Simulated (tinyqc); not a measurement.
p-type polysilicon, carrier trapping at grain boundaries: two steps of the calculation.

One-dimensional grains of size Lg, uniform ionised doping N, monovalent traps Qt at each boundary at a depth Et below (for electrons) or above (for holes) the band edge there, abrupt depletion of width W on each side of a boundary, Boltzmann statistics. xi is the distance from the band edge at the grain centre to the Fermi level. Trapped charge Qt/(1 + exp((xi + VB - Et)/Vt)) = 2 N W, barrier VB = q N W^2/(2 eps0 eps_r).

Values chosen for this exercise; values of the order met in polycrystalline silicon:
- T = 400 K (temperature)
- eps_r = 11.7 (relative permittivity)
- NB = 4.08e19 cm^-3 (valence-band density of states at T)
- Lg = 180 nm (grain size)
- Qt = 8e11 cm^-2 (trap density of a grain boundary)
- Et = 0.43 eV (depth of the trap level from the majority band edge at the boundary)
- N = 2.6e17 cm^-3 (doping)

Constants: q = 1.602176634e-19 C, kB = 1.380649e-23 J/K, Vt = kB T/q, eps0 = 8.8541878128e-14 F/cm where lengths are in cm. Results are converted to the units shown.

Question 1. New W. Partly depleted grain, xi = Vt ln(NB/N): f = 1/(1 + exp((xi + VB - Et)/Vt)), g = Qt f - 2 N W, g' = -2 Qt f (1 - f) VB/(W Vt) - 2 N, W(new) = W - g/g'.

W at the start = 9.2 nm

Find: VB; f; g; g'; W after iteration 1.

Answer 1.

VB = 0.01702 V
f = 0.9990
g = 3.208e11 cm^-2
g' = -5.208e10 cm^-2/nm
W after iteration 1 = 15.36 nm

Question 2. Depletion width, Fermi level and barrier. If the trap equation with xi = Vt ln(NB/N) has a root W < Lg/2, the grain is partly depleted; otherwise W = Lg/2 and the trap equation gives xi = Et - VB + Vt ln(Qt/(N Lg) - 1). N* = Qt/Lg.

Wanted: N*; W; xi; VB; share of traps filled.

Answer 2.

N* = 4.4444e16 cm^-3
W = 15.348 nm
xi = 0.17427 V
VB = 0.047363 V
share of traps filled = 0.99764

N is 5.85 N*, and the grain is partly depleted; VB = 1.37 Vt.

Numbers from tinyqc (`OMP_NUM_THREADS=1 python tinyqc.py 2830065 2830066 out.jsonl`; about 0.01 s on one thread of a shared Intel Xeon 2.30GHz).
